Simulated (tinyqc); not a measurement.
Comparisons within one model: Shockley-Read-Hall recombination through one deep level. A value that a table varies takes the place of the one given here.

One level at Et with degeneracy 1: tn = 1/(sn vth Nt), tp = 1/(sp_ vth Nt), n1 = Nc exp((Et - Eg)/kT), p1 = Nv exp(-Et/kT), ni^2 = n1 p1. Equilibrium p0 = Nm, n0 = ni^2/Nm; n = n0 + dn, p = p0 + dn. U = (n p - ni^2)/(tp (n + n1) + tn (p + p1)), lifetime dn/U; emission rates en = sn vth n1, ep = sp_ vth p1.

Constants: kB = 8.617333262e-05 eV/K.

Inputs chosen for the exercise (gap and densities of states near those of Si at this temperature; the results hold for these values, not for the real material):
- E1 = 0.653 eV (level (+1/0) above Ev)
- E2 = 0.398 eV (level (0/-1) above Ev)
- gm = 2 (degeneracy of the middle state, the others 1)
- T = 350 K
- Eg = 1.111 eV (gap)
- Nc = 3.43e+19 1/cm^3 (conduction-band density of states)
- Nv = 1.45e+19 1/cm^3 (valence-band density of states)
- Nd = -1.4e+14 1/cm^3 (ionised shallow donors minus acceptors)
- Et = 0.653 eV (recombination level above Ev)
- Nt = 3.2e+13 1/cm^3 (defects)
- sn = 3.4e-16 cm^2 (electron capture cross-section)
- sp_ = 1.3e-16 cm^2 (hole capture cross-section)
- vth = 20000000 cm/s (thermal velocity, both carriers)
- Nm = 7.2e+15 1/cm^3 (equilibrium holes for the lifetime steps)
- dn = 4.7e+14 1/cm^3 (excess pairs)

## Charge state against the Fermi level (deep level with several charge states)

Energies from Ev. The defect has charge states +1, 0, -1 with weights 1, gm exp((EF - E1)/kT), exp((2 EF - E1 - E2)/kT); the shares are the weights over their sum. Boltzmann carriers: n = Nc exp((EF - Eg)/kT), p = Nv exp(-EF/kT). Neutrality: p - n + Nd + Nt <q> = 0.

Shares:

| EF (eV) | +1 | 0 | -1 | <q> |
|---|---|---|---|---|
| 0.067 | 1.000 | 0.000 | 0.000 | 1.000 |
| 0.156 | 1.000 | 0.000 | 0.000 | 1.000 |
| 0.244 | 1.000 | 0.000 | 0.000 | 1.000 |
| 0.333 | 1.000 | 0.000 | 0.000 | 1.000 |
| 0.422 | 0.998 | 0.001 | 0.001 | 0.997 |
| 0.511 | 0.714 | 0.013 | 0.273 | 0.441 |
| 0.600 | 0.007 | 0.002 | 0.990 | -0.983 |
| 0.689 | 0.000 | 0.000 | 1.000 | -1.000 |
| 0.778 | 0.000 | 0.000 | 1.000 | -1.000 |
| 0.867 | 0.000 | 0.000 | 1.000 | -1.000 |
| 0.955 | 0.000 | 0.000 | 1.000 | -1.000 |
| 1.044 | 0.000 | 0.000 | 1.000 | -1.000 |

What can be read from the table?

E2 lies below E1 (negative U = -0.255 eV), so the charge goes from +1 to -1 near (E1 + E2)/2 = 0.526 eV, two electrons at once; the middle state never exceeds a share of 0.0144.

## Defects against doping (deep level with several charge states)

Nt takes the listed multiples of |Nd|; the resistivity uses mobilities of 1000 (electrons) and 300 (holes) cm^2/(V s), chosen for the exercise, and e = 1.602176634e-19 C.

Neutral state:

| Nt/\|Nd\| | EF (eV) | n (1/cm^3) | p (1/cm^3) | rho (ohm cm) |
|---|---|---|---|---|
| 0.01 | 0.3486 | 3.61e+08 | 1.39e+14 | 150 |
| 0.10 | 0.3515 | 3.97e+08 | 1.26e+14 | 165 |
| 0.30 | 0.3591 | 5.10e+08 | 9.80e+13 | 212 |
| 0.60 | 0.3759 | 8.92e+08 | 5.60e+13 | 371 |
| 0.90 | 0.4171 | 3.50e+09 | 1.43e+13 | 1.45e+03 |
| 1.10 | 0.4805 | 2.86e+10 | 1.75e+12 | 1.13e+04 |
| 1.50 | 0.5011 | 5.66e+10 | 8.84e+11 | 1.94e+04 |
| 3.00 | 0.5149 | 8.96e+10 | 5.58e+11 | 2.43e+04 |
| 10.00 | 0.5224 | 1.15e+11 | 4.35e+11 | 2.54e+04 |

What does this show, and why?

EF goes from 0.349 to 0.522 eV and the resistivity from 150 to 2.54e+04 ohm cm, with a largest value of 2.54e+04. The largest move of EF, +0.063 eV, comes between Nt/|Nd| = 0.9 and 1.1; the levels lie at 0.653 and 0.398 eV. A defect can take up to one carrier of either sign, so the doping can be cancelled no earlier than Nt = |Nd|, there only if EF lies well beyond the level that takes the carriers and otherwise at larger Nt (mean charge +0.10 in the last row).

## Lifetime against injection

Recombination:

| dn (1/cm^3) | lifetime (microsecond) | U (1/(cm^3 s)) |
|---|---|---|
| 1.0e+11 | 4.610 | 2.17e+16 |
| 1.0e+12 | 4.612 | 2.17e+17 |
| 1.0e+13 | 4.627 | 2.16e+18 |
| 1.0e+14 | 4.775 | 2.09e+19 |
| 1.0e+15 | 6.074 | 1.65e+20 |
| 1.0e+16 | 11.59 | 8.63e+20 |
| 1.0e+17 | 15.81 | 6.33e+21 |
| 1.0e+18 | 16.53 | 6.05e+22 |

What can be read from the table?

The lifetime rises from 4.61 to 16.53 microsecond; tn + tp = 16.61. At low injection it is tn (1 + p1/p0) + tp n1/p0 with n1/Nm = 0.0012 and p1/Nm = 8e-07: re-emission is negligible, so minority capture alone counts. Auger and radiative paths are left out; they cut in at the highest injections, and in a doped direct-gap crystal the radiative one counts at all injections. dn = dp neglects trapped charge, which matters where the traps hold a charge comparable with dn, at low injection and with very unequal cross sections.

## Where a level does most harm

Et takes the values listed; G = Nt en ep/(en + ep) in a depleted region; the lifetime is for dn = 1e11 1/cm^3.

Results:

| Et (eV) | lifetime (microsecond) | G (1/(cm^3 s)) |
|---|---|---|
| 0.067 | 1.01e+03 | 6.92e+09 |
| 0.156 | 57.1 | 1.32e+11 |
| 0.244 | 7.43 | 2.45e+12 |
| 0.333 | 4.74 | 4.68e+13 |
| 0.422 | 4.60 | 8.94e+14 |
| 0.511 | 4.60 | 1.29e+16 |
| 0.600 | 4.60 | 2.74e+15 |
| 0.689 | 4.64 | 1.45e+14 |
| 0.778 | 5.51 | 7.56e+12 |
| 0.867 | 22.2 | 3.96e+11 |
| 0.955 | 329 | 2.14e+10 |
| 1.044 | 6.21e+03 | 1.12e+09 |

How do the results move?

Generation peaks where en = ep, at Eg/2 + (kT/2) ln(sp_ Nv/(sn Nc)) = 0.528 eV; the largest value listed is at 0.511 eV, and G falls by a decade for each 0.069 eV away from the peak. The lifetime is within a factor 2 of its minimum, 4.6 microsecond, from 0.244 to 0.778 eV: recombination tolerates a wide range of Et, generation a narrow one.

## What moves lifetime and leakage

G = Nt en ep/(en + ep). Each row changes one parameter from the base and keeps the others.

Results:

| case | lifetime (microsecond) | G (1/(cm^3 s)) |
|---|---|---|
| base | 5.346 | 4.77e+14 |
| Et = 0.693 eV | 5.384 | 1.27e+14 |
| sn = 6.8e-16 cm^2 | 3.048 | 4.77e+14 |
| sp_ = 2.6e-16 cm^2 | 4.971 | 9.54e+14 |
| Nt = 1.6e+13 1/cm^3 | 10.69 | 2.39e+14 |
| Nm = 2.16e+16 1/cm^3 | 4.856 | 4.77e+14 |
| dn = 1.41e+15 1/cm^3 | 6.576 | 4.77e+14 |

What does this show?

The largest shifts from the base row, up to three for each result and ties (the steps differ in size, so this ranks the rows, not the parameters). lifetime (microsecond): Nt +5.35, sn -2.30, dn +1.23. G (1/(cm^3 s)): sp_ +4.77e+14, Et -3.50e+14, Nt -2.39e+14; unchanged at the printed digits by sn, Nm and dn.

Run: tinyqc, `OMP_NUM_THREADS=1 python tinyqc.py 1680927 1680928 out.jsonl`; Intel(R) Xeon(R) Processor @ 2.30GHz, one thread, shared host; about 0.01 s of CPU time with all checks.
